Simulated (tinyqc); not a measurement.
Worked calculation: interband optics of a two-band s-p chain from momentum matrix elements. Values are carried at full precision from step to step, so a last printed digit may differ when a step is redone from the rounded ones.

H(k) = [[Es - 2 ts cos ka, 2i V sin ka], [-2i V sin ka, Ep_ + 2 tp cos ka]] in the basis s, p; the lower band is full, with two electrons a cell. The velocity operator times hbar is W = dH/dk (eV angstrom); intra-atomic dipoles are left out.

Constants: hbar^2/2m0 = 3.80998211 eV angstrom^2; e^2/(4 pi eps0) = 14.39964547 eV angstrom.

Inputs chosen for the exercise:
- a = 3.66 angstrom (period)
- Es = 1.81 eV (upper orbital (s))
- Ep_ = -3.8 eV (lower orbital (p))
- ts = 0.27 eV (s-s hopping)
- tp = 0.61 eV (p-p hopping)
- V = 1.49 eV (s-p hopping)
- k = 0.12 2 pi/a (wave vector)
- N = 10 (k points)
- Ar = 8.8 angstrom^2 (cross-section per chain)
- eta = 0.2 eV (Lorentzian half width)
- E = 4.24 eV (photon energy)

## Hamiltonian and velocity at one k

Form H and W = dH/dk.

H (eV):
```
          s        p
s    1.4164  2.0400i
p  -2.0400i  -2.9107
```

W (eV angstrom):
```
          s        p
s    1.3529  7.9507i
p  -7.9507i  -3.0566
```

## Matrix element between the bands

Diagonalise H, transform W, and form w = |W_cv|^2, the Kane-type energy w/c and the oscillator strength f = w/(c D), c = hbar^2/2m0, D = Ec - Ev.

Ev, Ec (eV): -3.7207  2.2264

weights:
```
        v       c
s  0.1362  0.8638
p  0.8638  0.1362
```

slopes dEv/dk, dEc/dk (eV angstrom): -7.910  6.207

w = 18.252 eV^2 angstrom^2
w/c = 4.791 eV
f = 0.806

## Transitions on the mesh

At each k_j = (j + 1/2)/N (2 pi/a) up to the zone edge give D = Ec - Ev, w = |<c|W|v>|^2 and f = w/(c D), c = hbar^2/2m0; the other half of the zone repeats the values.

Transitions:
```
k (2 pi/a)  D (eV)  w (eV^2 angstrom^2)      f
0.0500      4.3457               80.525  4.863
0.1500      6.6471                6.364  0.251
0.2500      8.1850                5.500  0.176
0.3500      8.2097               45.145  1.443
0.4500      7.5131              106.100  3.707
```

D runs from 4.346 to 8.210 eV on the mesh; f is largest at k = 0.0500.

## Dielectric function from the table

With w(k) = |<c|W|v>|^2 and D(k) = Ec - Ev, on the mesh k_j = (j + 1/2)/N (2 pi/a): eps(E) = 1 + (8 pi e2/(a Ar)) mean_j (w/D^2) [1/(D - E - i eta) + 1/(D + E + i eta)], e2 = e^2/(4 pi eps0); light polarised along the chains, no local fields.

Take the mean over the rows. Also eps(0) at eta = 0, and the effective electrons per cell n_eff = 2 mean(f).

eps(E) = 24.278+37.525i
eps(0) = 7.044
n_eff = 4.176

On a mesh of 2000 points the values are -3.967+19.917i, 7.553 and 4.260. n_eff need not equal the 2 electrons of the cell: a two-orbital basis with chosen hoppings does not obey the sum rule of free electrons. E lies within, or within 2 eta of, the range of transitions of the band (3.85 to 8.37 eV); their spacing on this mesh (up to 2.30 eV) exceeds eta, so eps(E) depends on where the few mesh points fall.

## Checks

- Curvature of the lower band against <v|d2H/dk2|v> - 2 w/D (eV angstrom^2): both 3.036.
- Zone mean of 2 w/D against the zone mean of <v|d2H/dk2|v>, the f-sum rule of a full band (eV angstrom^2): both 16.229.

(tinyqc, `OMP_NUM_THREADS=1 python tinyqc.py 1652530 1652531 out.jsonl`, Intel(R) Xeon(R) Processor @ 2.30GHz, 1 thread, shared host, about 0.01 s.)
